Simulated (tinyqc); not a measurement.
## Strained Delta valleys, repopulation and conductivity mass: mobility against stress

A cubic crystal with three pairs of conduction valleys along x, y and z under uniaxial stress X along [001] (X > 0 is tension); current along [110]. Non-degenerate electrons, fixed total density, one relaxation time for all valleys and stresses, masses unchanged by strain, so the mobility goes as the mean inverse mass.

Stress s_ij = X a_i a_j with a the unit vector along [001]; strain e_ii = s11 s_ii + s12 (s_jj + s_kk), e_ij = s44 s_ij/2. Valley shift dE = Xu (n.e.n - trace(e)/3) with n the valley axis; share f proportional to exp(-dE/Vt). Inverse mass along the current d = [110]: (n.d)^2/ml + (1 - (n.d)^2)/mt; mu/mu0 = sum f (1/m) over the plain mean of 1/m. The linear estimate is 1 - pi X with pi the small-stress slope -d(mu/mu0)/dX.

Values chosen for this exercise; values close to those of silicon: temperature T = 300 K; compliance s11 = 7.83 1/TPa; compliance s12 = -2.1 1/TPa; compliance s44 = 12.7 1/TPa; shear deformation potential Xu = 8.83 eV; longitudinal mass ml = 0.944 m0; transverse mass mt = 0.193 m0.

Constants: q = 1.602176634e-19 C, kB = 1.380649e-23 J/K, Vt = kB T/q. Results are converted to the units shown.

Result of one run:
```
splitting (meV),largest share,mu/mu0,linear estimate
219.20,0.49995,0.81961,-0.020005
```

Which uniaxial stress (tension positive) X gave this result: 50, 200, 400, 1000 or 2500 MPa?

X = 2500 MPa.

The whole series:
```
X (MPa),splitting (meV),largest share,mu/mu0,linear estimate
25,2.1920,0.34262,0.98995,0.98980
50,4.3841,0.35162,0.98021,0.97960
100,8.7682,0.36868,0.96173,0.95920
200,17.536,0.39881,0.92911,0.91840
400,35.073,0.44296,0.88131,0.83680
700,61.377,0.47776,0.84363,0.71440
1000,87.682,0.49173,0.82852,0.59200
1500,131.52,0.49846,0.82122,0.38800
2500,219.20,0.49995,0.81961,-0.020005
```

The ratio mu/mu0 falls from 0.990 to 0.820; pi = 40.8e-11 1/Pa. The linear estimate of the change is 1.015 times the computed change in the first row and 5.65 times it in the last: once the splitting is several Vt (Vt = 25.9 meV) the upper valleys are nearly empty and little is left to move. At X = 2500 MPa the stress passes 1.5 GPa, where intervalley scattering and masses change too.

Numbers from tinyqc (`OMP_NUM_THREADS=1 python tinyqc.py 2530170 2530171 out.jsonl`; about 0.01 s on one thread of a shared Intel Xeon 2.30GHz).
